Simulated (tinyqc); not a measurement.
Tunnelling through a two-layer gate stack, WKB transmission and Tsu-Esaki current: effect of the tunnelling mass m2.

Electrons leave the emitter at x = 0. Energies E (motion across the layers) are in eV from the emitter Fermi level; the collector Fermi level lies at -V and offers states at every E. No charge in the dielectric and no image force: F1 = V/(t1 + t2 eps1/eps2), F2 = F1 eps1/eps2; U = phi1 - F1 x in layer 1 and phi2 - F1 t1 - F2 (x - t1) in layer 2. With C = hbar^2/(2 m0), kappa = sqrt(m (U - E)/C) where U > E and 0 elsewhere; T(E) = exp(-S), S = 2 times the integral of kappa over x.

Each layer adds (2/F) sqrt(m/C) [G(u at its left edge) - G(u at its right edge)] to S, with u = U - E (0 where negative) and G(u) = (2/3) u^1.5. J = J0 times the integral of T(E) N(E) dE, N = ln[(1 + exp(-E/Vt))/(1 + exp((-E - V)/Vt))], J0 = q^2 me m0 kB T/(2 pi^2 hbar^3) (times 1e-4 for A/cm^2 per eV), from E = -Ef to far above the barrier (T = 1 there), by quadrature converged to the digits shown.

Parameters, values chosen for the exercise; layer 1 close to aluminium oxide, layer 2 close to hafnium oxide:
- T = 350 K (temperature)
- Ef = 0.12 eV (Fermi energy of the emitter above its band bottom)
- me = 1 m0 (emitter mass in the supply function)
- phi1 = 2.53 eV (barrier of layer 1 above the emitter Fermi level at zero bias)
- m1 = 0.4 m0 (tunnelling mass of layer 1)
- t1 = 1.2 nm (thickness of layer 1)
- eps1 = 9.25 (relative permittivity of layer 1)
- phi2 = 1.45 eV (barrier of layer 2 at zero bias)
- t2 = 3.3 nm (thickness of layer 2)
- eps2 = 22.2 (relative permittivity of layer 2)
- V = 0.4 V (voltage across the dielectric)

Constants: q = 1.602176634e-19 C, kB = 1.380649e-23 J/K, hbar = 1.054571817e-34 J s, m0 = 9.1093837015e-31 kg, Vt = kB T/q, hbar^2/(2 m0) = 0.0380998212 eV nm^2. Results are converted to the units shown.

Results:
```
m2 (m0)  S at E = 0   T(E = 0)  J (A/cm^2)  mean E of the current (eV)
0.12          24.73  1.816e-11    0.001632                    -0.04693
0.15          26.22  4.107e-12    3.585e-4                    -0.04492
0.2           28.40  4.651e-13    3.901e-5                    -0.04181
0.25          30.32  6.825e-14    5.542e-6                    -0.03890
0.31          32.38  8.663e-15    6.811e-7                    -0.03555
0.5           37.84  3.666e-17    2.688e-9                    -0.02541
0.63          40.99  1.573e-18   1.121e-10                    -0.01830
```

Estimate the missing row, m2 = 0.4 m0.

Computed row:
```
m2 (m0)  S at E = 0   T(E = 0)  J (A/cm^2)  mean E of the current (eV)
0.4           35.13  5.531e-16    4.186e-8                    -0.03070
```

With this row back in the table: J falls from 0.00163 to 1.12e-10 A/cm^2. S goes as m2^(0.30): only one of the two layers feels this mass, so the power is below 0.5.

Computed by the program tinyqc: `OMP_NUM_THREADS=1 python tinyqc.py 2540036 2540037 out.jsonl`, one thread of a shared Intel Xeon 2.30GHz, about 0.03 s for the whole run.
